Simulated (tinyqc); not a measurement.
Composition of the buffer: band edges of strained Si(1-x)Ge(x) on relaxed Si(1-y)Ge(y).

Values are linear in the Ge fraction but for ED(x) = linear - CD x (1 - x) and a(x) = linear - Ca x (1 - x). Energies are on the common scale of Ev.

Coherent growth on a (111) face: e_par = (a(y) - a(x))/a(x), e_perp = -(2 C11 + 4 C12 - 4 C44)/(C11 + 2 C12 + 4 C44) e_par; exx = eyy = ezz = (2 e_par + e_perp)/3 and exy = eyz = ezx = (e_perp - e_par)/3.

A valley with unit axis u lies at Ev + gap + (av + a_valley) tr(e) + Xu (u.e.u - tr(e)/3); the Delta axes are x, y, z and the L axes [111], [1-1-1], [-11-1], [-1-11]. The second-order shift of the Delta valleys under shear is left out; it lowers the pair normal to the sheared plane by tens of meV at a shear of 1 %.

Valence edges: Ev plus the levels of the 6 x 6 matrix of X, Y, Z times spin with -Dso/3 + l exx + m (eyy + ezz) on the diagonal (cyclic), n exy off it, l = av + 2 b, m = av - b, n = sqrt(3) d. Spin-orbit term (Dso/3) L.sigma on X, Y, Z with (L_k)_ij = -i epsilon_kij: <X+|H|Y+> = -i Dso/3, <X+|H|Z-> = Dso/3, <Y+|H|Z-> = -i Dso/3, <Z+|H|X-> = -Dso/3, <Z+|H|Y-> = i Dso/3, <X-|H|Y-> = i Dso/3, and their conjugates; + and - are the spin along z.

Values chosen for the exercise (end members near Si and Ge, in this order; the results hold for these values, not for the real material): a = (5.433, 5.657) angstrom (lattice constant); Dso = (0.044, 0.293) eV (spin-orbit splitting); av = (2.48, 1.23) eV (valence hydrostatic potential); b = (-2.09, -2.53) eV (tetragonal shear potential); d = (-4.82, -5.31) eV (trigonal shear potential); C11 = (165.1, 128.7) GPa; C12 = (64.8, 47.6) GPa; C44 = (79.7, 66.9) GPa; Ev = (0, 0.62) eV (top of the unstrained valence band); ED = (1.169, 0.93) eV (gap to the Delta valleys); EL = (2.025, 0.733) eV (gap to the L valleys); aD = (1.69, 1.23) eV (hydrostatic potential of the Delta gap); aL = (-3.37, -2.88) eV (hydrostatic potential of the L gap); XuD = (9.1, 9.57) eV (uniaxial potential, Delta); XuL = (15.92, 15.01) eV (uniaxial potential, L); CD = 0.226 eV (bowing of the Delta gap); Ca = 0 angstrom (bowing of the lattice constant); face = 111 (growth face); x = 0.55 (Ge fraction of the layer).

The layer is kept. dEc = Ec(buffer) - Ec(layer), dEv = Ev(layer) - Ev(buffer); buffer edges Ev(y) and Ev(y) + min(ED, EL). The digit behind Delta or L counts whole valleys.

Results:
```
y     e_par (%)  lowest valleys  gap (eV)  next valleys above (meV)  valence splitting (meV)  dEc (eV)  dEv (eV)
0.00      -2.22          Delta6     0.839                       387                       91    -0.039     0.369
0.14      -1.65          Delta6     0.876                       373                       81    -0.042     0.275
0.29      -1.05          Delta6     0.914                       358                       63    -0.036     0.174
0.43      -0.48          Delta6     0.951                       345                       35    -0.020     0.081
0.57       0.08          Delta6     0.980                       315                        7     0.004    -0.007
0.71       0.65          Delta6     0.963                       193                       60     0.037    -0.048
0.86       1.25          Delta6     0.938                        62                      124     0.060    -0.084
1.00       1.81              L1     0.850                        60                      188    -0.003    -0.114
```

The gap is 0.839 eV in the first row and 0.850 eV in the last, with its largest listed value, 0.980 eV, at y = 0.57: it peaks near the match y = x, since strain of either sign narrows it. The lowest valleys change: Delta6 to L1 between y = 0.86 and 1.00. Per 0.1 of y the valence offset moves by -48 meV on average; the conduction offset lies between -42 and +60 meV, not monotonically. Both carriers sit on one side for y = 1.00, and on opposite sides elsewhere. Offsets below about 30 meV are within the spread of parameter sets, so those rows do not settle the type. Strains above 2 % can be kept only in layers of a few nanometres.

Program tinyqc; command `OMP_NUM_THREADS=1 python tinyqc.py 1080141 1080142 out.jsonl`; about 0.01 s on one thread of a shared Intel(R) Xeon(R) Processor @ 2.30GHz.
